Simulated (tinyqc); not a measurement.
Pinning factor and decay constant from two barriers.

Problem. phiB = S (phiM - chi) + (1 - S)(Eg - E0) with S = 1/(1 + (1/S0 - 1) exp(-be ti)). Find S0, S at the given thickness and be.

Values chosen for this exercise; semiconductor values close to those of 4H silicon carbide; interlayer mass of the order of that in hafnium oxide, offset chosen freely:
```
symbol,value,unit,meaning
Eg,3.39,eV,band gap
chi,3.59,eV,electron affinity
E0,1.9,eV,charge-neutrality level above the valence band
phiM,3.73,eV,metal work function
```

phiB at ti = 0, 0.4 nm (eV): [0.626, 0.29875892]

Solution. Each barrier gives its S by linear interpolation between the pinned and the unpinned value; the ratio of the two values of 1/S - 1 is exp(be ti).

S0 = 0.640
S = 0.882
be = 3.60 1/nm

tinyqc, about 0.03 s, one thread, Intel Xeon 2.30GHz (shared host): `OMP_NUM_THREADS=1 python tinyqc.py 2270007 2270008 out.jsonl`
